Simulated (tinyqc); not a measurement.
k.p theory built from an empirical-pseudopotential calculation at Gamma: one step. The mass from the table. Three cases, with inputs chosen for the exercise.

Task: A is the s-like conduction level at Gamma of a pseudopotential calculation, W its squared momentum coupling to multiplet B, and 1/m = 1 + sum_B W/(E_A - E_B). Add the last column, the sum over the higher multiplets and 1; two levels alone means 1 + W/E of multiplet 2 (whose E_B is 0).

Case 1.

Couplings:

| multiplet B | degeneracy | E_B (eV) | W (eV) | W/(E_A - E_B) |
|---|---|---|---|---|
| 2 | 3 | 0.000000 | 21.508167 | 5.445465 |
| 7 | 3 | 12.636071 | 0.034678 | -0.003992 |
| 11 | 3 | 29.267289 | 0.508712 | -0.020093 |
| 20 | 3 | 46.101504 | 0.098997 | -0.002349 |
| 22 | 3 | 46.853237 | 0.082889 | -0.001932 |
| 25 | 3 | 52.376410 | 0.024267 | -0.000501 |
| 34 | 3 | 85.049447 | 0.051899 | -0.000640 |
| 38 | 3 | 87.922504 | 0.035357 | -0.000421 |

sum over the higher multiplets = -0.000353
E_A = 3.949739 eV

Case 2.

Couplings:

| multiplet B | degeneracy | E_B (eV) | W (eV) | W/(E_A - E_B) |
|---|---|---|---|---|
| 2 | 3 | 0.000000 | 21.244729 | 5.417383 |
| 7 | 3 | 12.400426 | 0.031189 | -0.003678 |
| 11 | 3 | 29.067617 | 0.489137 | -0.019452 |
| 18 | 3 | 45.867616 | 0.141726 | -0.003379 |
| 22 | 3 | 46.677739 | 0.035495 | -0.000830 |
| 25 | 3 | 52.205027 | 0.023112 | -0.000479 |

sum over the higher multiplets = 0
E_A = 3.921585 eV

Case 3.

Couplings:

| multiplet B | degeneracy | E_B (eV) | W (eV) | W/(E_A - E_B) |
|---|---|---|---|---|
| 2 | 3 | 0.000000 | 18.143181 | 12.264823 |
| 4 | 3 | 4.527961 | 0.007994 | -0.002622 |
| 7 | 3 | 12.944303 | 0.231315 | -0.020176 |
| 10 | 3 | 27.634674 | 0.388040 | -0.014836 |
| 12 | 3 | 28.311755 | 0.248304 | -0.009254 |
| 15 | 3 | 41.881427 | 0.018064 | -0.000447 |
| 16 | 3 | 42.382088 | 0.001827 | -0.000045 |
| 19 | 3 | 43.067372 | 0.017426 | -0.000419 |

sum over the higher multiplets = -0.001352
E_A = 1.479286 eV

Give: 1/m; m; m from two levels.

Result:

Case 1.

1/m = 6.415
m = 0.1559 m0
m from two levels = 0.1551 m0

Case 2.

1/m = 6.390
m = 0.1565 m0
m from two levels = 0.1558 m0

Case 3.

1/m = 13.216
m = 0.0757 m0
m from two levels = 0.0754 m0

Computed by tinyqc, one run a case: `OMP_NUM_THREADS=1 python tinyqc.py N N+1 out.jsonl` with N = 1080182, 1080206, 1080253; one thread of a shared Intel(R) Xeon(R) Processor @ 2.30GHz, about 0.6 s a run at most.
